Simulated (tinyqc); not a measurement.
# p-n diode with diffusion and depletion-layer recombination: what changes with what

Abrupt junction in the depletion approximation, low injection, full ionisation, neutral widths fixed, ohmic contact on the p side. Vj is the junction voltage; where a series resistance Rs is given, V = Vj + J Rs is the terminal voltage.

Inputs (values chosen for the exercise); band and dielectric values those of a made-up semiconductor:
```
symbol,value,unit,meaning
T,300,K,temperature
Eg,1.2,eV,band gap
eps_r,15,,relative permittivity
Nc,6.97e17,cm^-3,conduction-band density of states at T
Nv,1.35e19,cm^-3,valence-band density of states at T
Na,9.9e16,cm^-3,acceptor density
Nd,3.4e16,cm^-3,donor density
mun,3000,cm^2/(V s),electron mobility in the p side
mup,100,cm^2/(V s),hole mobility in the n side
tn,2e-7,s,electron lifetime
tp,1e-7,s,hole lifetime
wp,1,um,neutral width of the p side
wn,3.3,um,neutral width of the n side
Sp,60000,cm/s,recombination velocity at the n contact
Rs,0.00063,ohm cm^2,series resistance
Et,-0.03,eV,trap level above the intrinsic level
Vj,0.58,V,junction voltage at which recombination is evaluated
```

Constants: q = 1.602176634e-19 C, kB = 1.380649e-23 J/K, Vt = kB T/q, eps0 = 8.8541878128e-14 F/cm where lengths are in cm. Results are converted to the units shown.

Each table varies one quantity; the others keep the values above.

## Currents and ideality against junction voltage

ni = sqrt(Nc Nv) exp(-Eg/(2 Vt)), Eg in volts; D = mu Vt; Ln = sqrt(Dn tn), Lp = sqrt(Dp tp); J0n = q ni^2 Dn coth(wp/Ln)/(Ln Na); J0p = (q ni^2 Dp/(Lp Nd)) (s + tanh(wn/Lp))/(1 + s tanh(wn/Lp)), s = Sp Lp/Dp. J_diff = (J0n + J0p)(exp(Vj/Vt) - 1). Vbi = Vt ln(Na Nd/ni^2), W = sqrt(2 eps0 eps_r (Vbi - Vj)(1/Na + 1/Nd)/q), xp = W Nd/(Na + Nd), xn = W Na/(Na + Nd); u(x) = q Na (x + xp)^2/(2 eps0 eps_r) for x < 0 and Vbi - Vj - q Nd (xn - x)^2/(2 eps0 eps_r) for x > 0; p = Na exp(-u/Vt), n = Nd exp((u - Vbi + Vj)/Vt); U = ni^2 (exp(Vj/Vt) - 1)/(tp (n + ni exp(Et/Vt)) + tn (p + ni exp(-Et/Vt))); J_scr = q times the integral of U from -xp to xn. J = J_diff + J_scr. Ideality = (1/Vt) dVj/d ln J or (1/Vt) dV/d ln J; last column ni^2 exp(Vj/Vt)/N^2.

Result of one run:
```
Vj (V),J_diff (A/cm^2),J_scr (A/cm^2),J (A/cm^2),V (V),ideality against Vj,ideality against V,"minority/doping, lighter side"
0.25,1.337e-9,2.743e-8,2.877e-8,0.2500,1.828,1.828,8.939e-13
```

What becomes of these results when the junction voltage at which recombination is evaluated Vj is changed from 0.25 to 0.69 V, all else the same?

Result of the changed run:
```
Vj (V),J_diff (A/cm^2),J_scr (A/cm^2),J (A/cm^2),V (V),ideality against Vj,ideality against V,"minority/doping, lighter side"
0.69,0.03294,2.367e-4,0.03318,0.6900,1.003,1.004,2.203e-5
```

The whole series:
```
Vj (V),J_diff (A/cm^2),J_scr (A/cm^2),J (A/cm^2),V (V),ideality against Vj,ideality against V,"minority/doping, lighter side"
0.25,1.337e-9,2.743e-8,2.877e-8,0.2500,1.828,1.828,8.939e-13
0.32,2.005e-8,1.131e-7,1.332e-7,0.3200,1.682,1.682,1.340e-11
0.4,4.426e-7,5.717e-7,1.014e-6,0.4000,1.366,1.366,2.959e-10
0.47,6.637e-6,2.379e-6,9.016e-6,0.4700,1.142,1.142,4.438e-9
0.54,9.952e-5,1.003e-5,1.095e-4,0.5400,1.045,1.045,6.654e-8
0.62,0.002197,5.319e-5,0.002250,0.6200,1.011,1.011,1.469e-6
0.69,0.03294,2.367e-4,0.03318,0.6900,1.003,1.004,2.203e-5
0.77,0.7273,0.001384,0.7287,0.7705,1.001,1.019,4.863e-4
0.84,10.91,0.006869,10.91,0.8469,1.000,1.266,0.007292
```

The ideality against Vj falls from 1.83 to 1.00. Diffusion overtakes recombination in the layer between Vj = 0.4 and 0.47 V. J_scr alone has an ideality of 1.91 between the first two rows and 1.69 between the last two. From Vj = 0.84 V the series resistance raises the terminal ideality by over a tenth; there J Rs = 0.27 Vt.

## Effect of the trap level above the intrinsic level

Same model as above.

J = J_diff + J_scr.

The same in every row: J0n (A/cm^2) = 8.189e-14; J0p (A/cm^2) = 2.499e-15; J_diff (A/cm^2) = 4.676e-4; wn/Lp = 0.6490.

Effect of the trap level above the intrinsic level:
```
Et (eV),J_scr (A/cm^2),J_scr/J (%)
-0.3,1.458e-5,3.024
-0.2,2.270e-5,4.630
-0.1,2.300e-5,4.688
0,2.301e-5,4.689
0.1,2.300e-5,4.689
0.2,2.285e-5,4.659
0.3,1.764e-5,3.635
```

What does the table show?

As Et goes from -0.3 to 0.3, J0p stays at 2.50e-15 A/cm^2, J_scr goes from 1.46e-5 through a maximum of 2.30e-5 (at Et = 0 among the rows listed) to 1.76e-5 A/cm^2 and its share goes from 3.02 through a maximum of 4.69 (at Et = 0 among the rows listed) to 3.64 %. A level far from mid-gap re-emits carriers to the nearer band, which lowers U once ni exp(|Et|/Vt) exceeds the local carrier density.

Numbers from tinyqc (`OMP_NUM_THREADS=1 python tinyqc.py 2260004 2260005 out.jsonl`; about 0.01 s on one thread of a shared Intel Xeon 2.30GHz).
